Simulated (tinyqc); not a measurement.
Hall factor, magnetoresistance and optical conductivity for a power-law relaxation time: one step, computed by the program tinyqc. Command: `OMP_NUM_THREADS=1 python tinyqc.py 3027811 3027812 out.jsonl magneto walk`. One thread of a shared host (Intel(R) Xeon(R) Processor @ 2.30GHz), about 0.01 s of CPU time with the checks.

One spherical parabolic band, tau(E) = tau_0 x^s with x = E/(k_B T). Landau quantisation is left out.

Task: At the given field. <y> = int y x^(3/2) f (1 - f) dx / int x^(3/2) f (1 - f) dx, f = 1/(1 + exp(x - eta)). Integrals over x = E/(k_B T) use 160 Gauss-Legendre points in u = sqrt(x) from 0 to sqrt(max(eta, 0) + 45). With w_c = e B/m: sigma_xx = (n e^2/m) <tau/(1 + w_c^2 tau^2)>, sigma_xy = (n e^2/m) <w_c tau^2/(1 + w_c^2 tau^2)>; r_H = (n e/B) sigma_xy/(sigma_xx^2 + sigma_xy^2); MR = sigma_0 sigma_xx/(sigma_xx^2 + sigma_xy^2) - 1, sigma_0 = n e^2 <tau>/m.

Inputs (values chosen for the exercise, with a mass close to that of electrons in InAs):
```
quantity                 value  unit
effective mass m         0.023   m_0
exponent s                -0.5     -
tau_0                       50    fs
reduced Fermi level eta    7.4     -
temperature T               77     K
magnetic field B          0.14     T
```

density n = 1.763164e+17 1/cm^3

drift mobility mu = 1374.106 cm^2/(V s)

Constants: e = 1.602176634e-19 C; m_0 = 9.1093837015e-31 kg.

Give: mu B; sigma_xx; |sigma_xy|; Hall factor r_H; magnetoresistance MR.

Result:

mu B = 0.01924

sigma_xx = 38.80 S/cm

|sigma_xy| = 0.7571 S/cm

Hall factor r_H = 1.014

magnetoresistance MR = 6.220e-04 %
